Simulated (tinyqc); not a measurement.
From results back to parameters: Slater-Koster d bands of an fcc metal. Five cases, with inputs chosen for the exercise.

Problem. In an fcc d band with nearest neighbours E(t2g, Gamma) = 3 dds + 4 ddp + 5 ddd, E(eg, Gamma) = 1.5 dds + 6 ddp + 4.5 ddd, and at X = (1,0,0) the yz state has 3 dds - 4 ddp - 3 ddd. The three levels come from hidden integrals.

Find: dds, ddp, ddd.

Method. Three linear equations: the first less the third is 8 (ddp + ddd); twice the second less the first is 8 ddp + 4 ddd; their difference gives ddd.

Case 1.

levels (eV): t2g Gamma -0.3420, eg Gamma 0.6870, yz at X -1.8620

Solution.

dds, ddp, ddd (eV): -0.351  0.239  -0.049

Case 2.

levels (eV): t2g Gamma -0.9160, eg Gamma 0.2580, yz at X -2.1320

Solution.

dds, ddp, ddd (eV): -0.490  0.206  -0.054

Case 3.

levels (eV): t2g Gamma -0.4740, eg Gamma 0.6570, yz at X -2.0660

Solution.

dds, ddp, ddd (eV): -0.407  0.248  -0.049

Case 4.

levels (eV): t2g Gamma -0.5540, eg Gamma 0.6690, yz at X -2.2820

Solution.

dds, ddp, ddd (eV): -0.459  0.257  -0.041

Case 5.

levels (eV): t2g Gamma -1.0200, eg Gamma 1.5300, yz at X -4.8680

Solution.

dds, ddp, ddd (eV): -0.962  0.539  -0.058

Computed by tinyqc, one run a case: `OMP_NUM_THREADS=1 python tinyqc.py N N+1 out.jsonl` with N = 1450056, 1450117, 1450132, 1450171, 1450314; one thread of a shared Intel(R) Xeon(R) Processor @ 2.30GHz, about 0.06 s a run at most.
